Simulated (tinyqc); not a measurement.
Which substrate gives the strongest standing wave: standing waves and exposure in a photoresist film.

Inputs chosen for the exercise: lam = 193 nm (vacuum wavelength); n1 = 1.709 (resist index); A = 0.09 1/micrometre (bleachable absorption (Dill A)); B = 1.07 1/micrometre (fixed absorption (Dill B)).

r12 = (N1 - Ns)/(N1 + Ns) with N1 = n1 + i (A + B) lam/(4 pi), lam in micrometres, and Ns = ns + i ks chosen for the exercise, each substrate thick; contrast 2|r|/(1 + |r|^2); the intensity at the interface relative to the forward wave is |1 + r12|^2.

Results:
```
case           ns     ks  |r12|^2  contrast  phase (degrees)  |1 + r12|^2
near Si     0.871  2.830   0.5831     0.965           -121.2        0.791
near Al     0.111  2.211   0.8893     0.998           -104.7        1.411
near SiO2   1.574  0.000   0.0017     0.083              7.2        1.084
near W      1.318  3.050   0.5032     0.944           -128.0        0.629
near Si3N4  2.699  0.264   0.0533     0.439           -169.7        0.599
```

The strongest reflector is the case near Al (0.889) and the weakest near SiO2 (0.0017). The intensity at the interface depends on the phase too: it is lowest for the case near Si3N4 (0.599, phase -170 degrees) and highest for near Al (1.411); a strong reflector with a phase of 180 degrees would put a node there.

Run: tinyqc, `OMP_NUM_THREADS=1 python tinyqc.py 1681683 1681684 out.jsonl`; Intel(R) Xeon(R) Processor @ 2.30GHz, one thread, shared host; about 0.01 s of CPU time with all checks.
